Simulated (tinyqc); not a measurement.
Plane-wave Kohn-Sham cycle with exchange-only LDA in a layered model solid, step by step. One step of it, computed by the program tinyqc.

Question. Iteration 1: levels at that k. Diagonalise the Hermitian matrix.

H (hartree), order -3, -2, -1, +0, +1, +2, +3:
```
[[0.372055, -0.065000, 0.000000, 0.000000, 0.000000, 0.000000, 0.000000],
 [-0.065000, 0.039851, -0.065000, 0.000000, 0.000000, 0.000000, 0.000000],
 [0.000000, -0.065000, -0.152477, -0.065000, 0.000000, 0.000000, 0.000000],
 [0.000000, 0.000000, -0.065000, -0.204930, -0.065000, 0.000000, 0.000000],
 [0.000000, 0.000000, 0.000000, -0.065000, -0.117508, -0.065000, 0.000000],
 [0.000000, 0.000000, 0.000000, 0.000000, -0.065000, 0.109789, -0.065000],
 [0.000000, 0.000000, 0.000000, 0.000000, 0.000000, -0.065000, 0.476962]]
```

Give: eigenvalues.

Answer.

eigenvalues (hartree): [-0.2735, -0.1567, -0.0858, 0.0497, 0.1172, 0.3846, 0.4883]
